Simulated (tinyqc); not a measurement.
ESD clamp with bipolar snapback, compact model and design window: two steps of the calculation.

The drain junction multiplies the current that enters it: Igen = (M - 1)(Ic + I0), M = 1/(1 - (Vj/BV)^n). The generated holes leave through the substrate resistance and the base of the parasitic npn: Igen = Vb/Rb + Ic/be, Ic = Is exp(Vb/Vt). Terminal current I = Ic + I0 + Igen and voltage V = Vj + I Ro, per width. Isothermal, constant gain.

Inputs (values chosen for the exercise); values close to those of grounded-gate n-channel clamps:
```
symbol,value,unit,meaning
T,300,K,temperature
BV,10.9,V,junction breakdown voltage
n,3.1,,exponent of the multiplication
be,4.2,,current gain of the parasitic npn
Is,1.9e-17,A/um,saturation current
I0,1.1e-11,A/um,junction leakage
Rb,6200,ohm um,substrate resistance
Ro,440,ohm um,drain ballast and contact resistance
It2,7.8,mA/um,failure current for 100 ns
Wf,30,um,finger width
Nf,6,,number of fingers
Lv,1,kV,human-body-model level
Vox,8.1,V,oxide breakdown voltage for 100 ns
Vdd,1.8,V,supply voltage
```

Constants: q = 1.602176634e-19 C, kB = 1.380649e-23 J/K, Vt = kB T/q. Results are converted to the units shown.

Question 1. Base voltage at the failure current. I(Vb) = Ic (1 + 1/be) + I0 + Vb/Rb, I' = Ic (1 + 1/be)/Vt + 1/Rb; Newton steps on ln I: Vb(new) = Vb - ln(I/It2) I/I'. V follows from the introduction.

Vb after iteration 1 = 0.92126253 V

Give: I; V; I'; Vb after iteration 2.

Answer 1.

I = 70.62 mA/um
V = 37.50 V
I' = 2726 mS/um
Vb after iteration 2 = 0.8642 V

Question 2. Design window and human-body level. Human-body model: 100 pF through 1500 ohm, peak current about (level - Vt2)/1500 ohm, decay time 150 ns. All fingers turn on before the first fails if Vt2 > Vt1; then the clamp carries Nf Wf It2, otherwise in the worst case Wf It2. Margins: Vh - 1.1 Vdd against latching in operation, Vox - max(Vt1, Vt2) for the protected oxide.

Vt1 = 10.937879 V
Vh = 7.7468509 V
Vt2 = 9.9873076 V

Find: peak current; current the clamp carries; level it withstands; holding margin; oxide margin.

Answer 2.

peak current = 0.6600 A
current the clamp carries = 0.2340 A
level it withstands = 0.3610 kV
holding margin = 5.767 V
oxide margin = -2.838 V

Uniform turn-on is not assured; the clamp fails the level. The oxide margin is negative.

Computed by the program tinyqc: `OMP_NUM_THREADS=1 python tinyqc.py 2670041 2670042 out.jsonl`, one thread of a shared Intel Xeon 2.30GHz, about 0.01 s for the whole run.
